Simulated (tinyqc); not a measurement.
What an interlayer buys: scattering of inversion-layer electrons by surface optical phonons of the gate insulator (remote phonon scattering). Computed by tinyqc, a small Python program. Command: `OMP_NUM_THREADS=1 python tinyqc.py 3112110 3112111 out.jsonl sophonon walk`. One thread of a shared host (Intel(R) Xeon(R) Processor @ 2.30GHz), about 0.01 s of CPU time with the checks.

One subband with the Fang-Howard envelope; insulator and channel are half-spaces, the gate is far away, and an interlayer only moves the polar surface away by t (its own modes and its permittivity contrast are left out).

Inputs (values chosen for the exercise, modelled on SiO2 on germanium):
```
quantity                                   value        unit
static constant of the insulator eps_0s     3.89           -
intermediate constant eps_i                 3.02           -
optical constant eps_inf                     2.5           -
hbar omega_TO1                              56.8         meV
hbar omega_TO2                               137         meV
constant of the channel eps_s               16.2           -
in-plane mass m                            0.118         m_0
valleys g_v                                    4           -
sheet density n                          5.5e+11      1/cm^2
mean distance of the electrons z0 = 3/b      2.9          nm
interlayer thickness t                      0.74          nm
temperature T                                350           K
mobility from other processes                770  cm^2/(V s)
```

Screening by the channel electrons: none.

Constants: k_B = 8.617333262e-05 eV/K; hbar^2/(2 m_0) = 3.80998212 eV angstrom^2; e^2/(4 pi eps_0) = 14.39964548 eV angstrom; hbar = 6.582119569e-16 eV s; e = 1.602176634e-19 C; m_0 = 9.1093837015e-31 kg.

Method:
- eps(w) = eps_inf + (eps_0s - eps_i) w1^2/(w1^2 - w^2) + (eps_i - eps_inf) w2^2/(w2^2 - w^2). Surface modes solve eps(w) + eps_s = 0, a quadratic in w^2; the strength of a mode is g = 2/(w d eps/dw).
- Occupation N = 1/(exp(hbar w/(k_B T)) - 1).
- Density of states D = g_v m/(pi hbar^2); eta = E_F/(k_B T) = ln(exp(n/(D k_B T)) - 1); screening wave number q_s = e^2 D/(2 eps_0 eps_avg) x 1/(1 + exp(-eta)), eps_avg = (eps_s + eps_inf)/2; b = 3/z0.
- For a mode of strength g, without the occupation factor, Area x |M(q)|^2 = e^2 hbar w g/(2 eps_0 q) x (b/(b + q))^6 exp(-2 q t).
- Approximate momentum relaxation rate, taking tau v alike in the initial and final states: 1/tau = (m/(2 pi hbar^3)) sum over modes and over absorption (N, E' = E + hbar w) and emission (N + 1, E' = E - hbar w > 0) of [(1 - f(E'))/(1 - f(E))] int_0^(2 pi) Area |M(q)|^2 (1 - cos theta) d theta, q^2 = k^2 + k'^2 - 2 k k' cos theta, f the Fermi function; 48 midpoints in theta from 0 to pi.
- mu = (e/m) int tau E f (1 - f) dE/(k_B T int f dE), by 300 midpoints from 0 to (max(eta, 0) + 14) k_B T; Matthiessen sum with the other processes.

hbar omega_SO (meV): 1 58.064, 2 138.909

strengths g: 1 0.00222655, 2 0.00147338

occupations N: 1 0.170759, 2 0.010096

b = 1.03448 1/nm

q_s = 0.168544 1/nm

eta = -2.33408

Against the interlayer thickness:
```
t (nm)  remote-phonon mobility (cm^2/(V s))  total (cm^2/(V s))
0.0                              2.2499e+05              767.37
0.3                              3.1876e+05              768.14
0.6                              4.4460e+05              768.67
1.0                              6.7656e+05              769.12
1.5                              1.1034e+06              769.46
2.0                              1.7377e+06              769.66
3.0                              3.9629e+06              769.85
```

What follows from these numbers?

1 nm of interlayer raises the remote-phonon mobility by a factor 3.01, as exp(2 q t) with an effective q of 0.55 per nm; between 2 and 3 nm the effective q is 0.41. The total goes from 767 to 769 over the first nanometre.

Extremes, crossings and ranges named in words are read from the listed rows.
